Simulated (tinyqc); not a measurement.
# A finite superlattice with mass mismatch, transfer matrices: transmission against energy

One electron of energy E comes from the left lead (band edge 0); no transverse momentum. Parabolic bands, masses in units of m0, C = hbar^2/(2 m0); psi and psi'/m are continuous at every interface. N periods of a barrier d1 followed by a well Lw; the right lead equals the left one.

For the pair (psi, psi'/m) a flat layer has M = [[cos kd, (m/k) sin kd], [-(k/m) sin kd, cos kd]] with k = sqrt(m (E - U)/C) above its edge U, and M = [[cosh Kd, (m/K) sinh Kd], [(K/m) sinh Kd, cosh Kd]] with K = sqrt(m (U - E)/C) below it. The matrices are multiplied with later layers to the left. With M acting on (psi, psi'/m) and v = k/m in each lead, T(E) = 4 vL vR/[(vL vR M12 - M21)^2 + (vR M11 + vL M22)^2]. The last column is exp(-2 sum K d) over the layers with U > E.

Inputs (values chosen for the exercise); masses and offsets close to those of InGaAs wells and InAlAs barriers:
```
symbol  value  unit                       meaning
mL       0.04    m0         mass in the left lead
U1       0.53    eV                barrier height
m1      0.076    m0                  barrier mass
d1        0.8    nm                 barrier width
Lw        7.8    nm  well width (edge 0, mass mL)
N           7                   number of periods
```

Constants: q = 1.602176634e-19 C, hbar = 1.054571817e-34 J s, m0 = 9.1093837015e-31 kg, hbar^2/(2 m0) = 0.0380998212 eV nm^2. Results are converted to the units shown.

Transmission against energy:
```
E (eV)       T(E)  exp(-2 sum K d)
0.042     0.19675        1.5883e-5
0.125   0.0011740        4.2467e-5
0.208    0.018387        1.2639e-4
0.291     0.99992        4.3802e-4
0.374     0.90318        0.0019347
0.457    0.017202         0.013927
0.54    0.0024187           1.0000
0.623     0.75020           1.0000
0.705     0.79374           1.0000
0.788     0.77756           1.0000
0.871     0.73786           1.0000
0.954     0.58724           1.0000
```

Read the table: what changes, and by how much?

T(E) runs from 0.197 at 0.042 eV to 0.587 at 0.954 eV; among the rows its largest value is 1.00 at 0.291 eV.

Range of the model: Masses are held fixed, although real bands cease to be parabolic a few tenths of an eV from their edges (inside a barrier too).

Numbers from tinyqc (`OMP_NUM_THREADS=1 python tinyqc.py 2560013 2560014 out.jsonl`; about 0.01 s on one thread of a shared Intel Xeon 2.30GHz).
